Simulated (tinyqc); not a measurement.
A barrier in a uniform field, exact transmission by Airy functions: two steps of the calculation.

The left lead has its band edge at 0, the barrier edge falls as U(x) = U0 - F x with F = V/d for 0 < x < d, and the right lead has its edge at -V. No transverse momentum; C = hbar^2/(2 m0); psi and psi'/m are continuous. M carries (psi, psi'/m) across the barrier.

Inputs (values chosen for the exercise); U0 - E and the mass are of the order of those of hafnium oxide on silicon; the mass of the right lead is set freely:
- mL = 0.39 m0 (mass in the left lead)
- U0 = 2.36 eV (barrier edge at x = 0)
- m1 = 0.21 m0 (mass in the barrier)
- E = 0.83 eV (electron energy)
- d = 0.8 nm (barrier width)
- V = 3.1 V (voltage across the barrier)
- mR = 0.76 m0 (mass in the right lead)

Constants: q = 1.602176634e-19 C, hbar = 1.054571817e-34 J s, m0 = 9.1093837015e-31 kg, hbar^2/(2 m0) = 0.0380998212 eV nm^2. Results are converted to the units shown.

Problem 1. Scaled variables. Energy scale e = (C F^2/m1)^(1/3), z(x) = (U(x) - E)/e, s = (dz/dx)/m1 = -F/(e m1); v = k/m in a lead. vL = sqrt(mL E/C)/mL, vR = sqrt(mR (E + V)/C)/mR.

Give: F; e; z1; z2; s; vL; vR.

Solution 1.

F = 3.875 V/nm
e = 1.397 eV
z1 = 1.095
z2 = -1.124
s = -13.21 1/nm
vL = 7.474 1/nm
vR = 11.65 1/nm

z2 < 0: the electron leaves the forbidden region inside the barrier.

Problem 2. Transfer matrix. With a = Ai, a' = Ai', b = Bi, b' = Bi' at z1 (left edge) and z2 (right edge): M11 = pi (a2 b1' - b2 a1'), M12 = (pi/s)(b2 a1 - a2 b1), M21 = pi s (a2' b1' - b2' a1'), M22 = pi (b2' a1 - a2' b1).

Airy functions:
```
            Ai          Ai'           Bi         Bi'
z1  0.12070793  -0.14636216    1.3022901   1.0579578
z2  0.53252764  0.060338175  0.029831777  0.60111412
```

s = -13.212045 1/nm

Give: M (M12 in nm, M21 in 1/nm).

Solution 2.

M (M12 in nm, M21 in 1/nm):
```
         1          2
1   1.7837    0.16405
2  -6.3014  -0.018908
```

Range of the model: Masses are held fixed, although real bands cease to be parabolic a few tenths of an eV from their edges.

tinyqc, about 0.01 s, one thread, Intel Xeon 2.30GHz (shared host): `OMP_NUM_THREADS=1 python tinyqc.py 2580009 2580010 out.jsonl`
